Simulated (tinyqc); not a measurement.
Worked calculation: electrons shared among three sets of ellipsoidal valleys. Values are carried at full precision from step to step, so a last printed digit may differ when a step is redone from the rounded ones.

Constants: hbar^2/2m0 = 3.80998211 eV angstrom^2; kB = 8.617333262e-05 eV/K.

Parameters, chosen for this exercise (masses and offsets near those of GaP; mobilities are free inputs, held fixed; the results hold for these values, not for the real material):
```
symbol  value                    unit        meaning
ml      (2.03, 1.164, 0.128)     m0          longitudinal masses of X, L, Gamma
mt      (0.2419, 0.1496, 0.128)  m0          transverse masses
M       (3, 4, 1)                            valleys in each set
T       300                      K
dE      (0, 0.461, 0.485)        eV          edges of X, L, Gamma above the first
n       1.5e+18                  1/cm^3      total electron density
mu      (210, 440, 1600)         cm^2/(V s)  mobility of each set
```

## Masses of each set

One valley: m_d = (ml mt^2)^(1/3). Whole set: m_de = M^(2/3) m_d. Mean over three axes: 1/m_c = (1/ml + 2/mt)/3. Anisotropy K = ml/mt.

m_d, m_de, m_c (m0) and K of each set:
```
set       m_d    m_de     m_c     K
X      0.4916  1.0225  0.3424  8.39
L      0.2964  0.7470  0.2109  7.78
Gamma  0.1280  0.1280  0.1280  1.00
```

m_de/m_c is 2.99 for X, 3.54 for L, 1.00 for Gamma: many anisotropic valleys give many states at a light conductivity mass. m_c is the mean over three axes; a set that holds only some of the equivalent valleys conducts with a mass that depends on direction.

## Effective densities of states

N_i = M_i times N = 2 (m kB T/(4 pi c))^(3/2) with c = hbar^2/2m0, in 1/angstrom^3; times 1e24 for 1/cm^3, with m = (ml mt^2)^(1/3).

kT = 0.025852 eV

N_i (1/cm^3): X 2.5946e+19, L 1.6201e+19, Gamma 1.1492e+18

## Fermi level and populations

F_j(eta) = (1/Gamma(j + 1)) integral_0^infinity x^j dx/(1 + exp(x - eta)), which tends to exp(eta) for eta << 0.

Solve n = sum_i N_i F_1/2((EF - dE_i)/kT), energies from the edge of the first set.

EF = -0.0732 eV

eta_i: X -2.83, L -20.66, Gamma -21.59

n_i (1/cm^3): X 1.50e+18, L 1.72e+10, Gamma 4.83e+08

shares: X 1.0000, L 0.0000, Gamma 0.0000

X holds most electrons (100.0 %). Boltzmann weights N_i exp(-dE_i/kT) would give L a share of 0.0000.

## Drift and Hall mobility of the mixture

With f_i the shares, mu_drift = sum f_i mu_i; low-field Hall mobility mu_H = sum f_i mu_i^2/mu_drift (scattering and anisotropy factors set to 1); the Hall density is n mu_drift/mu_H; rho = 1/(e n mu_drift), e = 1.602176634e-19 C.

mu_drift = 210 cm^2/(V s)
mu_H = 210 cm^2/(V s)
Hall density = 1.50e+18 1/cm^3
rho = 0.0198 ohm cm

A Hall measurement would read 100.0 % of the true density. The mobilities are of the size met in pure crystals; at this density impurities would cut them and raise rho, by a factor of two to ten or more depending on crystal and density.

## Checks

- Share of L at n = 1e10 1/cm^3 against the Boltzmann weight: both 1.125e-08.

Computed by tinyqc, a small Python program: `OMP_NUM_THREADS=1 python tinyqc.py 1680225 1680226 out.jsonl` (the numbers bound the seed that draws the inputs); one thread of a shared host (Intel(R) Xeon(R) Processor @ 2.30GHz), about 0.01 s for the whole set of steps.
